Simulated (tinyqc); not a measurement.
Bond unit of a tetrahedral oxide and its oxygen vacancy in tight binding: sweeps and comparisons. A value that a table varies takes the place of the one given here.

Two sp3 hybrids h1, h2 at eh = (es + 3 ep)/4 point at one oxygen with orbitals s, px, py, pz; x joins the two cations, z bisects the angle phi, and th = (180 - phi)/2. With u = hbar^2/(m d^2) = 2c/d^2, c = hbar^2/2m0: Vhs = -(1.32 + sqrt3 x 1.42) u/2 and Vhp = (1.42 + sqrt3 x 2.22) u/2. <h|s> = Vhs for both; <h1|px> = Vhp cos(th), <h2|px> = -Vhp cos(th); <h|pz> = Vhp sin(th) for both; py is a lone pair. The unit holds 8 electrons. Coupling between units, which widens the levels into bands, is left out.

Without the oxygen the two hybrids face each other at distance R and couple by -V2, V2 = 3.22 x 2c/R^2, c = hbar^2/2m0: a bond at eh - V2 with two electrons and an antibond at eh + V2. Levels are measured from eop, the lone-pair level that stands for the top of the valence band.

Constants: hbar^2/2m0 = 3.80998211 eV angstrom^2.

Inputs chosen for the exercise (near tabulated values for SiO2; shifted at random, so the results belong to these values and not to a real crystal): es = -15 eV (s level of the cation); ep = -7.51 eV (p level of the cation); eos = -33.57 eV (s level of oxygen); eop = -16.56 eV (p level of oxygen); d = 1.6 angstrom (cation-oxygen distance); phi = 166 degrees (bond angle at oxygen); R = 3.05 angstrom (cation-cation distance across the vacancy).

## Bond angle at oxygen

phi is varied at fixed d. Levels above eop; cation-cation distance 2 d cos(th); band energy is twice the sum of the four filled levels, relative to phi = 180; excess on O is the number of electrons on oxygen less 6.

Against phi:

| phi (deg) | distance (angstrom) | level 2 | level 3 | level 5 | level 6 | excess on O | band energy (eV) |
|---|---|---|---|---|---|---|---|
| 110 | 2.621 | -6.173 | -2.800 | 12.541 | 13.350 | 0.872 | -2.189 |
| 120 | 2.771 | -6.657 | -2.241 | 11.936 | 13.835 | 0.899 | -1.949 |
| 130 | 2.900 | -7.077 | -1.688 | 11.343 | 14.254 | 0.938 | -1.602 |
| 140 | 3.007 | -7.426 | -1.165 | 10.786 | 14.603 | 0.985 | -1.186 |
| 150 | 3.091 | -7.701 | -0.700 | 10.294 | 14.878 | 1.038 | -0.753 |
| 160 | 3.151 | -7.900 | -0.328 | 9.903 | 15.077 | 1.090 | -0.367 |
| 170 | 3.188 | -8.020 | -0.085 | 9.648 | 15.197 | 1.129 | -0.097 |
| 180 | 3.200 | -8.060 | 0.000 | 9.559 | 15.237 | 1.144 | 0.000 |

Bending moves coupling from px to pz: level 2 rises from -8.06 to -6.17 eV and level 3 falls from 0.00 to -2.80 eV between 180 and 110 degrees. The lowest empty level is lowest at 180 degrees (9.56 eV) and highest at 110 (12.54 eV), so a spread of angles in a glass smears the conduction edge. The band energy is lowest at 110 degrees of those listed (-2.19 eV); the repulsion of the cations, not included, opposes bending.

## The vacancy as the cations move

R is varied; eh = (es + 3 ep)/4. The last two columns are the band energies of the bond with two electrons, -2 V2, and with one, -V2.

Against R (eV):

| R (angstrom) | V2 | bond level | antibond level | two electrons | one electron |
|---|---|---|---|---|---|
| 2.20 | 5.069 | 2.108 | 12.247 | -10.139 | -5.069 |
| 2.35 | 4.443 | 2.735 | 11.620 | -8.886 | -4.443 |
| 2.50 | 3.926 | 3.252 | 11.103 | -7.852 | -3.926 |
| 2.70 | 3.366 | 3.812 | 10.543 | -6.731 | -3.366 |
| 3.00 | 2.726 | 4.451 | 9.904 | -5.453 | -2.726 |
| 3.30 | 2.253 | 4.924 | 9.431 | -4.506 | -2.253 |
| 3.70 | 1.792 | 5.385 | 8.970 | -3.585 | -1.792 |
| 4.20 | 1.391 | 5.787 | 8.568 | -2.782 | -1.391 |

The bond level rises from 2.11 eV at 2.2 to 5.79 eV at 4.2 angstrom, towards the lone hybrid at 7.18 eV. Taking one electron away halves the pull between the cations (at 2.5 angstrom from 6.28 to 3.14 eV/angstrom), so the positive vacancy relaxes outward and its level moves up: capture and release of a hole take place at different energies.

## What each value does

Spacing from the highest filled to the lowest empty level, excess electrons on oxygen (their number less 6), and the vacancy bond level eh - V2 - eop, V2 = 3.22 x 2c/R^2. Each row changes one parameter from the base and keeps the others.

Results:

| case | spacing (eV) | excess on O | vacancy level (eV) |
|---|---|---|---|
| base | 9.7313 | 1.1156 | 4.5399 |
| es = -14.5 eV | 9.8442 | 1.1224 | 4.6649 |
| ep = -7.01 eV | 10.0704 | 1.1359 | 4.9149 |
| eos = -31.57 eV | 9.9019 | 1.0950 | 4.5399 |
| eop = -16.06 eV | 9.2405 | 1.0926 | 4.0399 |
| d = 1.64 angstrom | 9.5127 | 1.1429 | 4.5399 |
| phi = 158 degrees | 9.9712 | 1.0802 | 4.5399 |
| R = 3.2 angstrom | 9.7313 | 1.1156 | 4.7814 |

The largest shifts from the base row, up to three for each result and ties (the steps differ in size, so this ranks the rows, not the parameters). spacing (eV): eop -0.4909, ep +0.3391, phi +0.2399; unchanged at the printed digits by R. excess on O: phi -0.0354, d +0.0272, eop -0.0230; unchanged at the printed digits by R. vacancy level (eV): eop -0.5000, ep +0.3750, R +0.2415; unchanged at the printed digits by eos, d and phi.

Run: tinyqc, `OMP_NUM_THREADS=1 python tinyqc.py 1482635 1482636 out.jsonl`; Intel(R) Xeon(R) Processor @ 2.30GHz, one thread, shared host; about 0.01 s of CPU time with all checks.
